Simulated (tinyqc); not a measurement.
Electrons shared among three sets of ellipsoidal valleys: sweeps and comparisons. A value that a table varies takes the place of the one given here.

F_j(eta) = (1/Gamma(j + 1)) integral_0^infinity x^j dx/(1 + exp(x - eta)), which tends to exp(eta) for eta << 0.

Sets L, Gamma, Delta: N_i = M_i times N = 2 (m kB T/(4 pi c))^(3/2) with c = hbar^2/2m0, in 1/angstrom^3; times 1e24 for 1/cm^3, m = (ml mt^2)^(1/3); n = sum_i N_i F_1/2((EF - dE_i)/kT), energies from the edge of the first set; mu_drift = sum of share times mobility.

Constants: hbar^2/2m0 = 3.80998211 eV angstrom^2; kB = 8.617333262e-05 eV/K.

Inputs chosen for the exercise (masses and offsets near those of Ge; mobilities are free inputs, held fixed; shifted at random, so the results belong to these values and not to a real crystal): dE = (0, 0.112, 0.205) eV (edges of L, Gamma, Delta above the first); M = (4, 1, 6) (valleys in each set); ml = (1.528, 0.039, 0.864) m0 (longitudinal masses of L, Gamma, Delta); mt = (0.0819, 0.039, 0.1929) m0 (transverse masses); mu = (3700, 21000, 1300) cm^2/(V s) (mobility of each set); n = 1.6e+19 1/cm^3 (total electron density); T = 200 K.

## Transfer between valleys with temperature

Offsets, masses and mobilities are held fixed; n is fixed too, so the high values of T stand for hot electrons, not for the lattice.

Populations:

| T (K) | EF (eV) | share L | share Gamma | share Delta | mu_drift |
|---|---|---|---|---|---|
| 77 | 0.0414 | 1.0000 | 0.0000 | 0.0000 | 3700 |
| 150 | 0.0385 | 1.0000 | 0.0000 | 0.0000 | 3700 |
| 300 | 0.0257 | 0.9979 | 0.0004 | 0.0016 | 3703 |
| 450 | 0.0047 | 0.9810 | 0.0014 | 0.0177 | 3681 |
| 600 | -0.0239 | 0.9408 | 0.0024 | 0.0567 | 3605 |
| 900 | -0.1005 | 0.8266 | 0.0040 | 0.1694 | 3362 |
| 1200 | -0.1969 | 0.7202 | 0.0048 | 0.2750 | 3123 |
| 2000 | -0.5132 | 0.5469 | 0.0055 | 0.4477 | 2720 |

What does this show?

The share of L goes from 1.000 to 0.547 and the mean mobility from 3700 to 2720 cm^2/(V s). L holds more than Gamma throughout. The share of Delta is at most 0.45.

## Transfer between valleys with doping

Parabolic valleys; band tails and gap narrowing are left out.

Populations:

| n (1/cm^3) | EF (eV) | share L | share Gamma | share Delta | mu_drift |
|---|---|---|---|---|---|
| 1.0e+16 | -0.1088 | 1.0000 | 0.0000 | 0.0000 | 3700 |
| 1.0e+17 | -0.0691 | 1.0000 | 0.0000 | 0.0000 | 3700 |
| 1.0e+18 | -0.0284 | 1.0000 | 0.0000 | 0.0000 | 3700 |
| 3.0e+18 | -0.0073 | 0.9999 | 0.0000 | 0.0000 | 3701 |
| 1.0e+19 | 0.0210 | 0.9999 | 0.0001 | 0.0000 | 3701 |
| 3.0e+19 | 0.0600 | 0.9997 | 0.0002 | 0.0001 | 3703 |
| 1.0e+20 | 0.1412 | 0.9939 | 0.0025 | 0.0036 | 3735 |

What can be read from the table?

The share of L goes from 1.000 to 0.994 and the mean mobility from 3700 to 3735 cm^2/(V s). L holds more than Gamma throughout. The share of Delta is at most 0.0036.

## Moving the second set by strain or alloying

The second entry of dE is replaced by the values listed; a negative value puts that set lowest.

Populations:

| offset (eV) | EF (eV) | share L | share Gamma | share Delta | mu_drift |
|---|---|---|---|---|---|
| -0.100 | 0.0316 | 0.8934 | 0.1066 | 0.0000 | 5544 |
| -0.050 | 0.0334 | 0.9444 | 0.0555 | 0.0000 | 4661 |
| 0.000 | 0.0346 | 0.9813 | 0.0187 | 0.0000 | 4023 |
| 0.025 | 0.0350 | 0.9922 | 0.0078 | 0.0000 | 3835 |
| 0.050 | 0.0352 | 0.9975 | 0.0024 | 0.0000 | 3742 |
| 0.100 | 0.0353 | 0.9998 | 0.0002 | 0.0000 | 3703 |
| 0.150 | 0.0353 | 0.9999 | 0.0000 | 0.0000 | 3700 |
| 0.200 | 0.0353 | 1.0000 | 0.0000 | 0.0000 | 3700 |
| 0.300 | 0.0353 | 1.0000 | 0.0000 | 0.0000 | 3700 |

What does this show, and why?

The share of L goes from 0.893 to 1.000 and the mean mobility from 5544 to 3700 cm^2/(V s). L holds more than Gamma throughout. The share of Delta is at most 4.9e-05. With Boltzmann statistics the first two sets are equal at kT ln(N_2/N_1) = -0.0683 eV; the crossing, if any, lies elsewhere because the electrons are degenerate and fill the set with fewer states high above its edge.

## What moves the populations

All else solved anew. Each row changes one parameter from the base and keeps the others.

Results:

| case | EF (eV) | share L | share Gamma | share Delta | mu_drift (cm^2/(V s)) |
|---|---|---|---|---|---|
| base | 0.0353 | 0.9999 | 0.0001 | 0.0000 | 3701 |
| T = 250 K | 0.0310 | 0.9994 | 0.0002 | 0.0004 | 3703 |
| n = 4.8e+19 1/cm^3 | 0.0850 | 0.9993 | 0.0004 | 0.0003 | 3707 |
| dE = (0, 0.0896, 0.205) eV | 0.0353 | 0.9997 | 0.0003 | 0.0000 | 3705 |
| mt = (0.0819, 0.0468, 0.1929) m0 | 0.0353 | 0.9999 | 0.0001 | 0.0000 | 3701 |
| ml = (1.528, 0.0468, 0.864) m0 | 0.0353 | 0.9999 | 0.0001 | 0.0000 | 3701 |
| mu = (4440, 21000, 1300) cm^2/(V s) | 0.0353 | 0.9999 | 0.0001 | 0.0000 | 4441 |

What does this show?

The largest shifts from the base row, up to three for each result and ties (the steps differ in size, so this ranks the rows, not the parameters). EF (eV): n +0.0497, T -0.0043; unchanged at the printed digits by dE, mt, ml and mu. share L: n -0.0006, T -0.0005, dE -0.0002; unchanged at the printed digits by mt, ml and mu. share Gamma: n +0.0004, dE +0.0002, T +0.0001; unchanged at the printed digits by mt, ml and mu. share Delta: T +0.0003, n +0.0002; unchanged at the printed digits by dE, mt, ml and mu. mu_drift (cm^2/(V s)): mu +740, n +5, dE +3; unchanged at the printed digits by mt and ml.

tinyqc: `OMP_NUM_THREADS=1 python tinyqc.py 1682460 1682461 out.jsonl`; about 0.01 s, one thread, shared Intel(R) Xeon(R) Processor @ 2.30GHz.
